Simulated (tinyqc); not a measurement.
Doping level: carrier statistics of a doped semiconductor with parabolic bands.

Eg(T) = Eg0 - al T^2/(T + be); m_de = Mv^(2/3) (ml mt^2)^(1/3); m_dh = (mhh^(3/2) + mlh^(3/2))^(2/3); Nc and Nv from N = 2 (m kB T/(4 pi c))^(3/2) with c = hbar^2/2m0, in 1/angstrom^3; times 1e24 for 1/cm^3.

Energies are counted from Ev, so Ec = Eg. n = Nc F_1/2((EF - Eg)/kT), p = Nv F_1/2(-EF/kT), ND+ = ND/(1 + 2 exp((EF - Eg + ED)/kT)), NA- = NA/(1 + 4 exp((EA - EF)/kT)); neutrality asks p + ND+ = n + NA-. F_j(eta) = (1/Gamma(j + 1)) integral_0^infinity x^j dx/(1 + exp(x - eta)), which tends to exp(eta) for eta << 0.

Constants: hbar^2/2m0 = 3.80998211 eV angstrom^2; kB = 8.617333262e-05 eV/K.

Inputs chosen for the exercise (near those of Si; shifted at random, so the results belong to these values and not to a real crystal): Eg0 = 1.156 eV (gap at 0 K); al = 0.000447 eV/K (Varshni alpha); be = 613 K (Varshni beta); ml = 0.884 m0 (longitudinal electron mass); mt = 0.187 m0 (transverse electron mass); Mv = 6 (equivalent valleys); mhh = 0.51 m0 (heavy-hole mass); mlh = 0.157 m0 (light-hole mass); ED = 0.0447 eV (donor level below Ec); EA = 0.0438 eV (acceptor level above Ev); T = 500 K.

Only donors are present (NA = 0); eta is the distance of EF beyond the conduction edge in units of kT.

Neutral state:
```
ND (1/cm^3)  EF (eV)  majority (1/cm^3)  ionised share     eta
1.0e+14       0.5205           2.30e+14          1.000  -12.42
1.0e+15       0.5850           1.03e+15          1.000  -10.92
1.0e+16       0.6830           9.99e+15          0.999   -8.65
1.0e+17       0.7818           9.90e+16          0.990   -6.35
1.0e+18       0.8779           9.16e+17          0.916   -4.12
3.0e+18       0.9200           2.41e+18          0.805   -3.15
1.0e+19       0.9612           6.13e+18          0.613   -2.19
3.0e+19       0.9943           1.27e+19          0.423   -1.42
```

What does the comparison show?

The impurity level lies at 1.0109 eV. The ionised share falls from 1.000 to 0.423 as EF approaches it; it is below one half from 3e+19 1/cm^3 on. Over the last two rows the doping grows threefold and the majority density by a factor 2.07. EF comes within 3 kT of the majority band edge from 1e+19 1/cm^3 on. Above roughly 4e+18 1/cm^3 (N^(1/3) a = 0.26, with the radius a = sqrt(c/(m E)) from the ionisation energy E and the mass (ml mt^2)^(1/3)) the levels merge with the band and real ionisation is complete; sharp levels then overstate freeze-out.

tinyqc: `OMP_NUM_THREADS=1 python tinyqc.py 1650505 1650506 out.jsonl`; about 0.01 s, one thread, shared Intel(R) Xeon(R) Processor @ 2.30GHz.
